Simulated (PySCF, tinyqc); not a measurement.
RHF in the sto-3g basis, for H4, spin multiplicity 1, step by step. The lowest restricted solution is unstable here: a spin-polarised one lies 0.0097 hartree lower (PySCF). One step of it, computed by the program tinyqc.

Problem. Iteration 1: building the Fock matrix. J_ij = sum D_kl (ij|kl), K_ij = sum D_kl (ik|jl); F = H + J - 0.5 K; E = tr D H + tr D J / 2 - 0.25 tr D K + E_nn.

D at the start, lower triangle:
```
,1H 1s,2H 1s,3H 1s,4H 1s
1H 1s,2.048405
2H 1s,-1.507656,1.213904
3H 1s,0.362039,-0.612380,1.211798
4H 1s,0.135709,0.361155,-1.505835,2.047960
```

core Hamiltonian H = T + V (hartree), lower triangle:
```
,1H 1s,2H 1s,3H 1s,4H 1s
1H 1s,-1.218334
2H 1s,-0.651712,-1.424995
3H 1s,-0.057866,-0.425731,-1.424734
4H 1s,-0.004113,-0.057750,-0.650760,-1.217937
```

Two-electron integrals (ij|kl) in chemists' order, unique and non-zero (hartree):
```
i,j,k,l,(ij|kl)
1,1,1,1,0.774606
2,1,1,1,0.219937
2,1,2,1,0.086431
2,2,1,1,0.412680
2,2,2,1,0.219937
2,2,2,2,0.774606
3,1,1,1,0.011099
3,1,2,1,0.005118
3,1,2,2,0.015943
3,1,3,1,0.000397
3,2,1,1,0.064240
3,2,2,1,0.033738
3,2,2,2,0.125217
3,2,3,1,0.003275
3,2,3,2,0.031552
3,3,1,1,0.190734
3,3,2,1,0.093451
3,3,2,2,0.334714
3,3,3,1,0.011099
3,3,3,2,0.125217
3,3,3,3,0.774606
4,1,1,1,0.000488
4,1,2,1,0.000244
4,1,2,2,0.000846
4,1,3,1,0.000023
4,1,3,2,0.000211
4,1,3,3,0.000846
4,1,4,1,1.46e-06
4,2,1,1,0.006100
4,2,2,1,0.003064
4,2,2,2,0.011074
4,2,3,1,0.000320
4,2,3,2,0.003268
4,2,3,3,0.015910
4,2,4,1,0.000023
4,2,4,2,0.000396
4,3,1,1,0.059342
4,3,2,1,0.027675
4,3,2,2,0.093309
4,3,3,1,0.003066
4,3,3,2,0.033685
4,3,3,3,0.219583
4,3,4,1,0.000243
4,3,4,2,0.005101
4,3,4,3,0.086184
4,4,1,1,0.132493
4,4,2,1,0.059410
4,4,2,2,0.190666
4,4,3,1,0.006111
4,4,3,2,0.064208
4,4,3,3,0.412410
4,4,4,1,0.000488
4,4,4,2,0.011074
4,4,4,3,0.219583
4,4,4,4,0.774606
```

nuclear repulsion = 1.72211711 hartree

Give: Coulomb J; exchange K; Fock matrix F; total energy of this density.

Solution.

Coulomb J (hartree), lower triangle:
```
,1H 1s,2H 1s,3H 1s,4H 1s
1H 1s,1.6821
2H 1s,0.5731,1.5039
3H 1s,0.0399,0.3298,1.5036
4H 1s,0.0024,0.0398,0.5723,1.6824
```

exchange K (hartree), lower triangle:
```
,1H 1s,2H 1s,3H 1s,4H 1s
1H 1s,1.0309
2H 1s,-0.0348,0.3633
3H 1s,-0.0047,0.0245,0.3629
4H 1s,0.0341,-0.0048,-0.0349,1.0320
```

Fock matrix F (hartree), lower triangle:
```
,1H 1s,2H 1s,3H 1s,4H 1s
1H 1s,-0.0517
2H 1s,-0.0612,-0.1027
3H 1s,-0.0156,-0.1082,-0.1026
4H 1s,-0.0188,-0.0155,-0.0610,-0.0515
```

total energy of this density = -0.313751 hartree
